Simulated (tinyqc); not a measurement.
A six-terminal Hall bar with edge channels and a constriction, Landauer-Buettiker equations: one step of the calculation.

Contacts 1 (source) and 4 (drain) end the bar; 2 and 3 lie on the upper edge, 6 and 5 on the lower edge, with a constriction between 2 and 3 (and between 6 and 5). Carriers run 1 to 2 to 3 to 4 to 5 to 6 to 1 in M channels. The constriction passes Tc from 2 to 3 and from 5 to 6, and turns M - Tc from 2 to 6 and from 5 to 3. Signs are those of positive carriers; V4 = 0.

Task. Resistances. R(a,b) = (V_a - V_b)/I.

Parameters, values chosen for the exercise:
- Tc = 2 (summed transmission of the constriction)
- I = 100 nA (current from contact 1 to contact 4)

V, contact 1 to 6 (uV): 1290.6404  1290.6404  860.4269  0.0000  0.0000  430.2135

Find: resistances.

Result.

resistances (kohm): R(1,4) 12.91, R(2,3) 4.30, R(2,6) 8.60, R(2,5) 12.91, R(3,6) 4.30

In units of h/q^2: R(1,4) = R(2,5) = 1/Tc, R(2,3) = 1/Tc - 1/M, R(2,6) = 1/M, R(3,6) = 2/M - 1/Tc.

Program tinyqc, `OMP_NUM_THREADS=1 python tinyqc.py 2700017 2700018 out.jsonl`; Intel Xeon 2.30GHz, shared host, one thread, about 0.01 s.
